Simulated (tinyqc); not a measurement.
MOS inversion layer, Poisson-Schroedinger loop: two steps of the calculation.

Electrons confined at an insulator interface at z = 0, treated as a hard wall; parabolic valleys, Hartree approximation, no image or exchange terms. The depletion charge lies far deeper than the electrons and gives a uniform field q Nd/(eps0 eps_r); the gate balances all charge. Energies are counted from the band edge at the interface.

Inputs (values chosen for the exercise); masses and permittivity close to those of germanium (111):
- eps_r = 15.9 (relative permittivity)
- mz1 = 1.56 m0 (mass along z of valley set A (1 valley(s)))
- mz2 = 0.0915 m0 (mass along z of valley set B (3 valley(s)))
- Ns = 3.3e11 cm^-2 (sheet density of electrons)
- dE = 0 eV (extra shift of set B (strain))
- hz = 0.98 nm (mesh step)
- a = 0.5 (mixing factor)

Constants: q = 1.602176634e-19 C, hbar = 1.054571817e-34 J s, m0 = 9.1093837015e-31 kg, eps0 = 8.8541878128e-14 F/cm where lengths are in cm, hbar^2/(2 m0) = 0.0380998212 eV nm^2. Results are converted to the units shown.

Question 1. Levels and probability densities. Tridiagonal Hamiltonian with psi = 0 one step beyond both ends: H_ii = C (1/m_(i-1/2) + 1/m_(i+1/2))/hz^2 + V0_i + U_i (+ dE for the set B), H_(i,i+1) = -C/(m_(i+1/2) hz^2), C = hbar^2/(2 m0). The lowest 2 level(s) of each valley set are kept, normalised to hz sum |psi|^2 = 1. The mass is the same on all intervals.

fixed potential V0, node 1 to 17 (eV): [0.03011302, 0.06022605, 0.09033907, 0.12045210, 0.15056512, 0.18067815, 0.21079117, 0.24090420, 0.27101722, 0.30113025, 0.33124327, 0.36135630, 0.39146932, 0.42158234, 0.45169537, 0.48180839, 0.51192142]
self-consistent potential U at the start, node 1 to 17 (eV): [0, 0, 0, 0, 0, 0, 0, 0, 0, 0, 0, 0, 0, 0, 0, 0, 0]

Wanted: levels; |psi|^2 of A1; |psi|^2 of A2; |psi|^2 of B1; |psi|^2 of B2.

Answer 1.

levels (eV): A1 0.0640, A2 0.1072, B1 0.1702, B2 0.2959
|psi|^2 of A1, node 1 to 17 (1/nm): [0.6763, 0.3027, 0.0389, 0.0024, 0.0001, 0.0000, 0.0000, 0.0000, 0.0000, 0.0000, 0.0000, 0.0000, 0.0000, 0.0000, 0.0000, 0.0000, 0.0000]
|psi|^2 of A2, node 1 to 17 (1/nm): [0.2762, 0.2934, 0.3703, 0.0741, 0.0061, 0.0003, 0.0000, 0.0000, 0.0000, 0.0000, 0.0000, 0.0000, 0.0000, 0.0000, 0.0000, 0.0000, 0.0000]
|psi|^2 of B1, node 1 to 17 (1/nm): [0.0662, 0.1861, 0.2462, 0.2205, 0.1515, 0.0848, 0.0401, 0.0164, 0.0059, 0.0019, 0.0006, 0.0001, 0.0000, 0.0000, 0.0000, 0.0000, 0.0000]
|psi|^2 of B2, node 1 to 17 (1/nm): [0.0626, 0.1205, 0.0651, 0.0018, 0.0352, 0.1259, 0.1828, 0.1733, 0.1241, 0.0718, 0.0349, 0.0146, 0.0054, 0.0017, 0.0005, 0.0001, 0.0000]

Question 2. Density, output potential and mixing. n_i = sum_k N_k |psi_k|^2 (converted to cm^-3). Hartree part by Gauss: on the interval before node i the electrons still beyond are S_i = Ns - hz sum_(j<i) n_j, and U_i = U_(i-1) + q S_i hz/(eps0 eps_r) in eV, U_0 = 0 at the interface. Mixing: U(new) = U + a (U(out) - U).

z, node 1 to 17 (nm): [0.98, 1.96, 2.94, 3.92, 4.9, 5.88, 6.86, 7.84, 8.82, 9.8, 10.78, 11.76, 12.74, 13.72, 14.7, 15.68, 16.66]
N_k (cm^-2): A1 2.2897473e11, A2 4.7713042e10, B1 5.2903555e10, B2 4.0867112e8
self-consistent potential U at the start, node 1 to 17 (eV): [0, 0, 0, 0, 0, 0, 0, 0, 0, 0, 0, 0, 0, 0, 0, 0, 0]
|psi|^2 of A1, node 1 to 17 (1/nm): [0.67629511, 0.30271982, 0.03890974, 0.00239453, 0.00008685, 0.00000208, 0.00000004, 0.00000000, 0.00000000, 0.00000000, 0.00000000, 0.00000000, 0.00000000, 0.00000000, 0.00000000, 0.00000000, 0.00000000]
|psi|^2 of A2, node 1 to 17 (1/nm): [0.27615459, 0.29344349, 0.37034723, 0.07411184, 0.00607078, 0.00027233, 0.00000773, 0.00000015, 0.00000000, 0.00000000, 0.00000000, 0.00000000, 0.00000000, 0.00000000, 0.00000000, 0.00000000, 0.00000000]
|psi|^2 of B1, node 1 to 17 (1/nm): [0.06617527, 0.18610632, 0.24618996, 0.22053243, 0.15148307, 0.08481085, 0.04012293, 0.01642649, 0.00591967, 0.00190202, 0.00055036, 0.00014458, 0.00003470, 0.00000764, 0.00000154, 0.00000028, 0.00000004]
|psi|^2 of B2, node 1 to 17 (1/nm): [0.06262791, 0.12045929, 0.06512456, 0.00178926, 0.03523775, 0.12587664, 0.18279270, 0.17332732, 0.12408706, 0.07179371, 0.03490687, 0.01462569, 0.00537090, 0.00174587, 0.00050127, 0.00012183, 0.00001952]

Give: n; U(out); U after round 1.

Answer 2.

n, node 1 to 17 (in units of 1e18 cm^-3): [1.716, 0.932, 0.396, 0.158, 0.083, 0.046, 0.022, 0.009, 0.004, 0.001, 0.000, 0.000, 0.000, 0.000, 0.000, 0.000, 0.000]
U(out), node 1 to 17 (in units of 1e-3 eV): [3.680, 5.486, 6.272, 6.626, 6.807, 6.897, 6.938, 6.954, 6.960, 6.962, 6.963, 6.963, 6.963, 6.963, 6.963, 6.963, 6.963]
U after round 1, node 1 to 17 (in units of 1e-3 eV): [1.840, 2.743, 3.136, 3.313, 3.404, 3.449, 3.469, 3.477, 3.480, 3.481, 3.481, 3.482, 3.482, 3.482, 3.482, 3.482, 3.482]

Program tinyqc, `OMP_NUM_THREADS=1 python tinyqc.py 2160007 2160008 out.jsonl`; Intel Xeon 2.30GHz, shared host, one thread, about 0.6 s.
